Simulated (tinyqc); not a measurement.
# CMOS inverter, nodal equation and switching: effects of single changes

An n-channel pull-down (bn, VTn) and a p-channel pull-up (bp, VTp) share the input Vin and the output node Vout, which carries the load C. Transistor (EKV form, voltages against the body): I = 2 n b Vt^2 [F(vp - Vs) - F(vp - Vd)] from drain to source, F(v) = ln^2(1 + exp(v/(2 Vt))), vp = (Vg - VT + sg |Vd - Vs|)/n. n-channel bodies are at 0; for the p-channel device all voltages are counted down from Vdd. b in uA/V^2 gives I in uA. Static: In = Ip. Transient: C dVout/dt = Ip - In. No velocity saturation, no gate capacitance beyond C.

Values chosen for this exercise:
- T = 300 K (temperature)
- n = 1.19 (slope factor)
- sg = 0.111 (drain-induced barrier lowering)
- VTn = 0.44 V (n-channel threshold)
- VTp = 0.27 V (p-channel threshold (magnitude))
- bn = 220 uA/V^2 (gain factor of the pull-down transistor)
- bp = 220 uA/V^2 (gain factor of the pull-up transistor)
- C = 0.36 fF (load capacitance)

Constants: q = 1.602176634e-19 C, kB = 1.380649e-23 J/K, Vt = kB T/q. Results are converted to the units shown.

Each table varies one quantity; the others keep the values above.

## Energy per operation against supply voltage

For a step input the delay to Vdd/2 is tHL = C times the integral of dV/(In - Ip) from Vdd/2 to Vdd at Vin = Vdd, and tLH likewise with Ip - In from 0 to Vdd/2 at Vin = 0. A chain of 100 such gates sets the cycle time tc = 100 (tHL + tLH)/2; per gate and cycle the switching energy is 0.1 C Vdd^2 and the leakage energy Vdd Ileak tc, Ileak the mean supply current at Vin = 0 and Vdd.

Results:
```
Vdd (V)	tc (ns)	switching (aJ)	leakage (aJ)	total (aJ)
0.2	1.004e4	1.440	99.97	101.4
0.25	1786	2.250	28.72	30.97
0.3	388.3	3.240	9.085	12.33
0.35	93.88	4.410	3.073	7.483
0.5	4.548	9.000	0.3633	9.363
0.6	1.714	12.96	0.2343	13.19
0.8	0.6493	23.04	0.2398	23.28
1	0.3846	36.00	0.3576	36.36
```

Estimate the missing row, Vdd = 0.4 V.

Computed row:
```
Vdd (V)	tc (ns)	switching (aJ)	leakage (aJ)	total (aJ)
0.4	26.86	5.760	1.202	6.962
```

With this row back in the table: The total energy goes from 101 through a minimum of 6.96 (at Vdd = 0.4 V among the rows listed) to 36.4 aJ, while the cycle time falls from 10000 to 0.385 ns. Leakage makes up 99 % of the total in the first row and 0.98 % in the last. Below threshold the cycle lengthens exponentially and leakage flows for all of it, hence the minimum. Lower supplies are left out, since the output no longer swings to within 20 % of both rails. For Vdd = 0.8 to 1 V the overdrive passes 0.5 V, where velocity saturation, left out here, would lengthen the delays of short devices. For Vdd = 0.2 to 0.4 V the supply is below a threshold, where mismatch, left out here, dominates margins and delay.

## Effect of the supply voltage

Same model as above.

VM solves In = Ip with Vin = Vout; VIL and VIH are the inputs of gain -1, NML = VIL - Vout(VIH), NMH = Vout(VIL) - VIH.

Effect of the supply voltage:
```
Vdd (V)	VM (V)	gain at VM	NML (V)	NMH (V)	tHL (ps)	tLH (ps)
0.3	0.2257	-6.726	0.1919	0.02189	7664	101.6
0.4	0.2764	-8.557	0.2355	0.06545	509.2	27.90
0.5	0.3265	-8.925	0.2779	0.1079	77.79	13.18
0.6	0.3765	-8.990	0.3180	0.1480	26.16	8.120
0.8	0.4765	-9.007	0.3865	0.2165	8.582	4.404
1	0.5765	-9.008	0.4392	0.2692	4.718	2.974
1.2	0.6765	-9.009	0.4840	0.3140	3.171	2.235
```

As Vdd goes from 0.3 to 1.2 V, VM rises from 0.226 to 0.677 V, the size of the gain rises from 6.73 to 9.01, tHL falls from 7660 to 3.17 ps and tLH falls from 102 to 2.24 ps. The smaller margin is largest, 0.314 V, at Vdd = 1.2 V among the rows. For Vdd = 0.8 to 1.2 V the overdrive passes 0.5 V, where velocity saturation, left out here, would lengthen the delays of short devices. For Vdd = 0.3 to 0.4 V the supply is below a threshold, where mismatch, left out here, dominates margins and delay.

Numbers from tinyqc (`OMP_NUM_THREADS=1 python tinyqc.py 2340124 2340125 out.jsonl`; about 0.04 s on one thread of a shared Intel Xeon 2.30GHz).
